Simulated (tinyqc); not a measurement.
Worked calculation: thermal stress, cracking, delamination and buckling of a thin film; Griffith cracks and misfitting inclusions. Computed by tinyqc, a small Python program that keeps every step. Command: `OMP_NUM_THREADS=1 python tinyqc.py 3004548 3004549 out.jsonl filmcrack walk`. One thread of a shared host (Intel(R) Xeon(R) Processor @ 2.30GHz), about 0.01 s of CPU time with the checks. Intermediate numbers are printed to about 6 digits and carried at full precision; extremes and crossings named in words are read from the listed rows.

Isotropic linear elasticity; the substrate is much thicker than the film; stress is positive in tension.

Inputs (values chosen for the exercise, modelled on a GaN film on silicon):
```
quantity                          value        unit
film Young's modulus E              305         GPa
film Poisson ratio nu              0.21           -
film expansion alpha_f             5.54      1e-6/K
substrate expansion alpha_s         3.6      1e-6/K
deposition temperature T_d          725           K
final temperature T                 300           K
intrinsic stress                   -770         MPa
film thickness h                    3.3  micrometre
half width of a debonded strip w     27  micrometre
substrate Young's modulus E_s       141         GPa
substrate Poisson ratio nu_s       0.22           -
flaw half length a                   22  micrometre
substrate surface energy gamma_s    2.2       J/m^2
inclusion radius R                 0.34  micrometre
```

Inclusion: sphere.

## Stress in the film

Thermal strain = (alpha_f - alpha_s)(T_d - T); stress = E/(1 - nu) x strain + intrinsic stress; plane-strain modulus Ebar = E/(1 - nu^2); G0 = stress^2 h/(2 Ebar) is the energy freed per area when a long strip loses its stress across its width.

thermal strain = 8.24500e-04

film stress = -451.680 MPa

Ebar = 319.071 GPa

G0 = 1.05502 J/m^2

The film ends in compression; the thermal part is 318 MPa.

## Elastic mismatch

Dundurs alpha = (Ebar - Ebar_s)/(Ebar + Ebar_s), with Ebar_s = E_s/(1 - nu_s^2). The channel-crack factor is taken as g = 1.258 (1 - alpha)^(-0.7), a rough interpolation chosen for the exercise (1.258 is the value for matched materials).

Dundurs alpha = 0.365762

factor g = 1.73023

A stiff film on a softer substrate opens wider and cracks more easily.

## Buckling of a debonded strip

A strip of half width w clamped at both edges buckles at sigma_c = (pi^2/12) Ebar (h/w)^2. Above it: height = h sqrt((4/3)(|s|/sigma_c - 1)), driving force at the edges G = G0 (1 - sigma_c/|s|)(1 + 3 sigma_c/|s|); below it both are 0. The smallest strip that buckles has w0 = pi h sqrt(Ebar/(12 |s|)).

buckling stress sigma_c = 3920.18 MPa

blister height = 0 micrometre

driving force at the edges = 0 J/m^2

smallest buckling half width w0 = 79.5429 micrometre

The strip stays flat, and a flat strip in compression frees no energy at its edges.

## Griffith crack in the substrate

Through crack of length 2a in plane strain: K_Ic = sqrt(2 gamma_s E_s/(1 - nu_s^2)); fracture stress = K_Ic/sqrt(pi a). An edge crack of depth a has K larger by 1.1215.

toughness K_Ic = 0.807437 MPa m^0.5

fracture stress, inner crack = 97.1231 MPa

fracture stress, edge crack = 86.6010 MPa

The inner crack lowers the strength to 0.7 % of the ideal E_s/10.

## A misfitting inclusion

Film material fills a sphere of radius R in the substrate, with the misfit e = thermal strain (it wants to shrink if e > 0). Radial stress at the wall s0 = e/[(1 - 2 nu)/E + (1 + nu_s)/(2 E_s)]; inside it is uniform and hydrostatic; outside s_rr = s0 (R/r)^3, s_tt = -s_rr/2. Keep-out radius: where |s_rr| falls to 10 MPa (R if it is lower at the wall).

radial stress at the wall s0 = 132.389 MPa

mean stress inside = 132.389 MPa

keep-out radius = 0.804320 micrometre

The stress does not depend on R; its reach scales with R. Hydrostatic tension inside drives voids to form.

## Film, cylinder and sphere at the same misfit

Thermal misfit e alone, mean stress = trace/3 and largest difference of principal stresses inside. Film: E e/(1 - nu) in two directions, 0 in the third. Cylinder: s0 = (1 + nu) e/[(1 + nu)(1 - 2 nu)/E + (1 + nu_s)/E_s] twice and s_zz = E e + 2 nu s0. Sphere: e/[(1 - 2 nu)/E + (1 + nu_s)/(2 E_s)] three times.

Stresses inside (MPa):
```
shape          s1       s2       s3     mean  largest difference
film      318.320  318.320    0.000  212.213             318.320
cylinder   91.080   91.080  289.726  157.296             198.646
sphere    132.389  132.389  132.389  132.389               0.000
```

The mean stress in size is 212 MPa in the film, 157 in the cylinder and 132 in the sphere, while the largest difference, twice the largest shear stress, goes from 318 through 199 to 0. In a ductile solid shear can relax by slip and hydrostatic stress cannot.

Checks made by the program: fracture stress against the maximum of 4 a gamma - pi a^2 s^2/Ebar (relative difference 6e-09).
